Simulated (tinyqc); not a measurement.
Planar ballistic transistor, top-of-the-barrier model: effect of the insulator thickness.

At the top of the source barrier, states moving towards the drain are filled by the source (Fermi level 0) and states moving back by the drain (Fermi level -q Vd); nothing scatters. U is the shift of the band edge there, set by the capacitances CG, CD and CS (the total) and by the charge. Parabolic two-dimensional band; the source is grounded.

N0 = gv m kB T/(pi hbar^2), CG = eps0 eox/tox, vT = sqrt(2 kB T/(pi m)), CS = CG/aG, n0 = n at U = 0 and Vd = 0. eta1 = -(E0 + U)/Vt, eta2 = eta1 - Vd/Vt, n = (N0/2)[F_0(eta1) + F_0(eta2)], F_0(x) = ln(1 + exp x). U = UL + q (n - n0)/CS with UL = -(aG Vg + aD Vd), energies in eV. I = q (N0/2) vT [F_(1/2)(eta1) - F_(1/2)(eta2)] per width, F_(1/2)(x) = (2/sqrt(pi)) int_0^infinity u^(1/2)/(1 + exp(u - x)) du. CQ = (q/Vt) dn/d(eta1). E0 is held fixed.

Inputs (values chosen for the exercise); mass and valleys close to those of a monolayer dichalcogenide:
```
symbol  value  unit                                                                 meaning
T          77     K                                                             temperature
m       0.524    m0                                                          effective mass
gv          2                                                             valley degeneracy
eox       7.5                                   relative permittivity of the gate insulator
aG       0.84                                                            gate control CG/CS
aD      0.019                                                           drain control CD/CS
E0       0.38    eV  band edge at the barrier top above the source Fermi level at zero bias
Vg        0.5     V                                                            gate voltage
Vd        0.5     V                                                           drain voltage
```

Constants: q = 1.602176634e-19 C, kB = 1.380649e-23 J/K, hbar = 1.054571817e-34 J s, m0 = 9.1093837015e-31 kg, Vt = kB T/q, eps0 = 8.8541878128e-14 F/cm where lengths are in cm. Results are converted to the units shown.

Effect of the insulator thickness:
```
tox (nm)      eta1  n (cm^-2)  I (uA/um)  mean velocity I/(q n) (cm/s)   CQ/CS
0.5         2.2490  3.4122e12     280.50                      5.1308e6  2.0064
0.74        1.6011  2.5922e12     199.20                      4.7962e6  2.7318
1.1         1.0113  1.9194e12     139.08                      4.5226e6  3.5782
1.6        0.50851  1.4225e12     98.508                      4.3223e6  4.4323
2.4       0.012656  1.0160e12     67.718                      4.1602e6  5.3571
3.6       -0.44547  7.1897e11     46.574                      4.0431e6  6.2354
5.4       -0.87650  5.0545e11     32.067                      3.9597e6  7.0406
8          -1.2762  3.5753e11     22.354                      3.9024e6  7.7440
```

Read the table: what changes, and by how much?

As tox goes from 0.5 to 8 nm, n falls from 3.41e12 to 3.58e11 cm^-2, the mean velocity falls from 5.13e6 to 3.90e6 cm/s and the current falls from 280 to 22.4 uA/um. CQ/CS goes from 2.0 to 7.7. Over the range the current goes as tox^(-0.91) on average. For tox = 0.5 to 0.74 nm the insulator is under 1 nm thick, where gate tunnelling would matter.

Numbers from tinyqc (`OMP_NUM_THREADS=1 python tinyqc.py 2400116 2400117 out.jsonl`; about 0.01 s on one thread of a shared Intel Xeon 2.30GHz).
